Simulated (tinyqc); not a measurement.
## Gain factor and gap resistance from two string resistances

Inverse problem. At small bit-line voltage each of the 48 cells has the resistance 1/(K x) at overdrive x (no mobility reduction) in series with a gap resistance Rg. Find K, Rg and the share of the gaps at the higher overdrive.

resistance of a string of 48 equal cells at overdrives of 3.5 and 7.5 V (kohm): [2165.6067, 1089.9765]

Solution. The resistance per cell is a straight line in 1/x with slope 1/K and intercept Rg.

K = 6.800 uA/V^2
Rg = 3.100 kohm
share of the gaps = 13.65 %

tinyqc, about 0.7 s, one thread, Intel Xeon 2.30GHz (shared host): `OMP_NUM_THREADS=1 python tinyqc.py 2142286 2142287 out.jsonl`
